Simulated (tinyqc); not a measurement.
# Hot carriers by balance equations with a heated Maxwellian, step by step

A worked calculation. Computed by tinyqc, a small Python program that keeps every step. Command: `OMP_NUM_THREADS=1 python tinyqc.py 3012290 3012291 out.jsonl hot walk`. One thread of a shared host (Intel(R) Xeon(R) Processor @ 2.30GHz), about 0.02 s of CPU time with the checks. Intermediate numbers are printed to about 5 digits and carried at full precision; extremes and crossings named in words are read from the listed rows.

The carriers follow a Maxwellian at an electron temperature T_e, slightly displaced; the drift energy is neglected against k_B T_e. The balance averages the rate, not the time, so mu_0 lies below the relaxation-time value.

Inputs (values chosen for the exercise, for a model non-polar semiconductor):

| quantity | value | unit |
|---|---|---|
| effective mass m | 0.239 | m_0 |
| density rho | 4240 | kg/m^3 |
| sound velocity v_l | 5600 | m/s |
| acoustic deformation potential D_A | 11 | eV |
| phonon energy hbar w | 50.7 | meV |
| optical or intervalley deformation potential D_o | 6.7 | 1e8 eV/cm |
| final valleys Z_f | 5 | - |
| lattice temperature T | 300 | K |
| electric field F | 2.9 | kV/cm |
| mixing | 0.3 | - |
| iteration cap | 300 | - |

Band: parabolic. Solver: damped fixed point.

Constants: k_B = 8.617333262e-05 eV/K; k_B = 1.380649e-23 J/K; e = 1.602176634e-19 C; hbar = 1.054571817e-34 J s; m_0 = 9.1093837015e-31 kg; hbar = 6.582119569e-16 eV s.

## Equilibrium values

Parabolic band: E = hbar^2 k^2/(2 m), speed v = hbar k/m, states per spin, volume and energy g(E) = m k/(2 pi^2 hbar^2). Masses are multiplied by m_0 and all formulas are in SI units. Phonon occupation N_q = 1/(exp(hbar w/(k_B T)) - 1). Acoustic deformation potential (elastic, equipartition, absorption and emission together): 1/tau = 2 pi k_B T D_A^2 g(E)/(hbar rho v_l^2). Optical or intervalley deformation potential: 1/tau = (pi Z_f D_o^2/(rho w)) [N_q g(E + hbar w) + (N_q + 1) g(E - hbar w)], with g = 0 below the band edge. Averages over the Maxwellian, <y> = int y x^(1/2) exp(-x) dx / int x^(1/2) exp(-x) dx with x = E/(k_B T_e), split at x_0 = hbar w/(k_B T_e): 64 Gauss-Legendre points in sqrt(x) below it and 128 in sqrt(x - x_0) above it, up to x = 32. Momentum balance: mu(T_e) = e/(m nu), nu = <x (sum of rates)>/<x>. Power lost per carrier: P(T_e) = hbar w <emission rate - absorption rate> + <(2 m v_l^2/(k_B T)) (E - 2 k_B T) acoustic rate>. Energy relaxation time at weak heating: tau_E = (3/2) k_B / (dP/dT_e), the derivative by a central difference of +/- 0.5 K at T_e = T.

low-field mobility mu_0 = 1259.5 cm^2/(V s)

energy relaxation time tau_E = 0.58242 ps

tau_E is 3.40 times the momentum relaxation time m mu_0/e: energy is lost more slowly than direction, which is why carriers heat.

## Balance functions

The field that sustains T_e follows from e mu F^2 = P.

Against the electron temperature:

| T_e (K) | mu (cm^2/(V s)) | P optical (1e9 eV/s) | P acoustic (1e9 eV/s) | F (kV/cm) | drift velocity (1e7 cm/s) |
|---|---|---|---|---|---|
| 330 | 1168.7 | 6.71 | 4.6444e-02 | 2.405 | 0.2811 |
| 390 | 1028.7 | 20.43 | 1.5147e-01 | 4.473 | 0.4602 |
| 480 | 884.6 | 40.79 | 3.3608e-01 | 6.819 | 0.6032 |
| 600 | 759.3 | 66.42 | 6.2625e-01 | 9.397 | 0.7135 |
| 900 | 587.9 | 121.60 | 1.5340e+00 | 14.472 | 0.8508 |
| 1500 | 438.1 | 205.11 | 3.9607e+00 | 21.846 | 0.9570 |
| 2400 | 339.6 | 296.25 | 8.7674e+00 | 29.971 | 1.0177 |
| 3600 | 274.5 | 388.39 | 1.6874e+01 | 38.427 | 1.0546 |

Optical phonons take 99 % of the power in the first row and 96 % in the last. The velocity grows as F^0.79 at first and as F^0.14 at the end, so it levels off; if optical phonons alone set both balances the limit at high T_e would be sqrt(3 hbar w tanh(hbar w/2 k_B T)/(4 m)) = 1.45 in the same unit. Rows above 1400 K (k_B T_e > 0.12 eV) stretch the parabolic band.

## First iteration

Fixed point: T_out = T + (T_e - T) e mu(T_e) F^2/P(T_e), T_new = T_e + mixing (T_out - T_e). Start at T_e = 1.5 T.

mu at the start = 926.22 cm^2/(V s)

P at the start = 3.4357e+10 eV/s

new T_e = 415.20 K

## The whole iteration

Start at T_e = 1.5 T; stop when T_e moves by less than 1e-6 K or exceeds 1e6 K.

Course of the iteration:

| iteration | T_e (K) | mu (cm^2/(V s)) | step (K) |
|---|---|---|---|
| 1 | 450.00 | 926.2 | 3.4798e+01 |
| 2 | 415.20 | 982.1 | 2.3747e+01 |
| 3 | 391.46 | 1025.9 | 1.6121e+01 |
| 4 | 375.34 | 1058.8 | 1.0894e+01 |
| 5 | 364.44 | 1082.7 | 7.3359e+00 |
| 6 | 357.10 | 1099.6 | 4.9263e+00 |
| 7 | 352.18 | 1111.4 | 3.3016e+00 |
| ... | ... | ... | ... |
| 39 | 342.22 | 1136.2 | 7.9326e-06 |
| 40 | 342.22 | 1136.2 | 5.2928e-06 |
| 41 | 342.22 | 1136.2 | 3.5314e-06 |
| 42 | 342.22 | 1136.2 | 2.3562e-06 |
| 43 | 342.22 | 1136.2 | 1.5721e-06 |
| 44 | 342.22 | 1136.2 | 1.0490e-06 |
| 45 | 342.22 | 1136.2 | 6.9989e-07 |

electron temperature T_e = 342.22 K

Converged in 45 iterations.

## Drift velocity

v = mu(T_e) F; warm-carrier coefficient (mu/mu_0 - 1)/F^2.

mobility mu(T_e) = 1136.2 cm^2/(V s)

drift velocity = 0.32950 1e7 cm/s

mu/mu_0 = 0.90209

(mu/mu_0 - 1)/F^2 = -0.011642 cm^2/kV^2

T_e/T = 1.14; the simple estimate T + (2/3) e mu_0 F^2 tau_E/k_B would give 348 K, close to the result.

Checks made by the program: detailed balance, P(T_e = T) = 0, on the scale of P at 1.1 T (relative difference below 1e-10).
